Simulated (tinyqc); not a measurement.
Double-gate transistor below threshold, two-dimensional Poisson equation on a small mesh: effect of the acceptor density of the depleted body.

Half of a symmetric double-gate structure: row 0 is the mid-plane of the body, where the normal field vanishes. Mobile charge is neglected (subthreshold), the body is fully depleted, and potentials are counted from the intrinsic level; rows run upward to the gate, columns from source to drain.

Mesh: rows i = 0..12 in the semiconductor (step hs = tb/12, row 12 on the interface), then 8 step(s) ho = tox/8 up to the gate row 20; columns j = 0..80 (step hy = L/80). Box integration, divided by eps0: up_i = eps hy/h of the interval above row i, dn_i = that of the interval below (0 for row 0), lat_i = (sum of eps h/2 over the intervals above and below)/hy, s_i = -q Na w_i hy/eps0 with w_i the semiconductor height of the box (hs/2 for row 0 and the interface row, hs between, 0 in the insulator). Each free node obeys (up + dn + 2 lat) psi = up psi(above) + dn psi(below) + lat [psi(left) + psi(right)] + s. Fixed values: gate row Vg - Vfb; column 0 at Vbi and the last column at Vbi + Vd in the semiconductor, each running linearly to Vg - Vfb across the insulator. The system is solved directly. On row 0 the minimum of psi and its place come from a parabola through the three lowest nodes; barrier = Vbi - minimum, swing = Vt ln 10/(d psi/dVg), DIBL = (d psi/dVd)/(d psi/dVg) there. Lambda = pi/k with k the smallest positive root of tan(k tox) tan(k tb) = eox/eps_r.

Parameters, values chosen for the exercise; semiconductor permittivity close to that of silicon: temperature T = 300 K; relative permittivity of the semiconductor eps_r = 11.7; relative permittivity of the insulator eox = 9; half the body thickness tb = 8 nm; insulator thickness tox = 3.2 nm; channel length L = 60 nm; potential of the source Vbi = 0.46 V; gate offset Vfb = -0.08 V; gate voltage Vg = 0.1 V; drain voltage Vd = 1 V.

Constants: q = 1.602176634e-19 C, kB = 1.380649e-23 J/K, Vt = kB T/q, eps0 = 8.8541878128e-14 F/cm where lengths are in cm. Results are converted to the units shown.

Effect of the acceptor density of the depleted body:

| Na (cm^-3) | L/Lambda | barrier (V) | place y/L | swing (mV/decade) | DIBL (mV/V) |
|---|---|---|---|---|---|
| 0 | 2.498 | 0.2516 | 0.4030 | 63.45 | 11.80 |
| 5e17 | 2.498 | 0.2995 | 0.4099 | 63.31 | 12.43 |
| 1e18 | 2.498 | 0.3475 | 0.4158 | 63.20 | 13.00 |
| 2e18 | 2.498 | 0.4436 | 0.4253 | 63.05 | 13.98 |
| 3e18 | 2.498 | 0.5399 | 0.4327 | 62.94 | 14.79 |
| 5e18 | 2.498 | 0.7328 | 0.4437 | 62.80 | 16.08 |

What does the comparison show?

As Na goes from 0 to 5e18 cm^-3, the barrier rises from 0.252 to 0.733 V, the swing falls from 63.5 to 62.8 mV a decade and DIBL rises from 11.8 to 16.1 mV/V; the ideal swing is 59.5. The barrier top moves from y/L = 0.403 to 0.444, towards the middle.

tinyqc, about 0.09 s, one thread, Intel Xeon 2.30GHz (shared host): `OMP_NUM_THREADS=1 python tinyqc.py 2480009 2480010 out.jsonl`
